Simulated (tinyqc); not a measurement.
Gated graphene: carriers, quantum capacitance and optical conductivity: one step. Chemical potential at the gate voltage. Four cases, with inputs chosen for the exercise.

Problem. Solve the gate equation for mu.

Cones E = +/- hv |k|, four flavours, D(E) = 2|E|/(pi hv^2). n = (2/pi)(kT/hv)^2 F_1(mu/kT), p = (2/pi)(kT/hv)^2 F_1(-mu/kT), in 1/angstrom^2 (1e16 for 1/cm^2); F_1(eta) = integral_0^infinity x dx/(1 + exp(x - eta)). Cq/e^2 = d(n - p)/d mu = (2 kT/(pi hv^2)) ln(2 + 2 cosh(mu/kT)).

Gate: V = mu/e + e (n - p)/Cox with Cox/e^2 = k/(4 pi e2 t), t in angstrom, e2 = e^2/(4 pi eps0); 1/(eV angstrom^2) in C/e^2 equals 1602.176634 microfarad/cm^2; total 1/C = 1/Cox + 1/Cq.

Constants: kB = 8.617333262e-05 eV/K; e^2/(4 pi eps0) = 14.39964547 eV angstrom.

Case 1.

Values chosen (Fermi velocity near that of graphene, gate dielectric near HfO2; not measured data): hv = 6.48 eV angstrom (hbar vF); T = 300 K; k = 17.41 (dielectric constant of the gate layer); t = 3 nm (its thickness); V = 0.09 V (gate voltage from the neutrality point).

Case 2.

Values chosen (Fermi velocity near that of graphene, gate dielectric near SiO2; not measured data): hv = 6.42 eV angstrom (hbar vF); T = 150 K; k = 3.79 (dielectric constant of the gate layer); t = 90 nm (its thickness); V = -32.12 V (gate voltage from the neutrality point).

Case 3.

Values chosen (Fermi velocity near that of graphene, gate dielectric near SiO2; not measured data): hv = 6.76 eV angstrom (hbar vF); T = 300 K; k = 3.76 (dielectric constant of the gate layer); t = 90 nm (its thickness); V = 33.37 V (gate voltage from the neutrality point).

Case 4.

Values chosen (Fermi velocity near that of graphene, gate dielectric near HfO2; not measured data): hv = 6.92 eV angstrom (hbar vF); T = 300 K; k = 18.2 (dielectric constant of the gate layer); t = 3 nm (its thickness); V = 0.05 V (gate voltage from the neutrality point).

Give: Cox; mu; n; p.

Solution.

Case 1.

Cox = 5.138 microfarad/cm^2
mu = 0.0727 eV
n = 5.61e+11 1/cm^2
p = 6.00e+09 1/cm^2

mu takes 80.8 % of the gate voltage; the zero-temperature rule |mu| = hv sqrt(pi |n - p|) gives 0.0856 eV.

Case 2.

Cox = 0.03729 microfarad/cm^2
mu = -0.3087 eV
n = 1.09 1/cm^2
p = 7.40e+12 1/cm^2

mu takes 1.0 % of the gate voltage; the zero-temperature rule |mu| = hv sqrt(pi |n - p|) gives 0.3096 eV.

Case 3.

Cox = 0.03699 microfarad/cm^2
mu = 0.3276 eV
n = 7.63e+12 1/cm^2
p = 2.92e+05 1/cm^2

mu takes 1.0 % of the gate voltage; the zero-temperature rule |mu| = hv sqrt(pi |n - p|) gives 0.3309 eV.

Case 4.

Cox = 5.372 microfarad/cm^2
mu = 0.0429 eV
n = 2.53e+11 1/cm^2
p = 1.61e+10 1/cm^2

mu takes 85.9 % of the gate voltage; the zero-temperature rule |mu| = hv sqrt(pi |n - p|) gives 0.0596 eV.

Computed by tinyqc, one run a case: `OMP_NUM_THREADS=1 python tinyqc.py N N+1 out.jsonl` with N = 1681269, 1681926, 1682307, 1682766; one thread of a shared Intel(R) Xeon(R) Processor @ 2.30GHz, about 0.01 s a run at most.
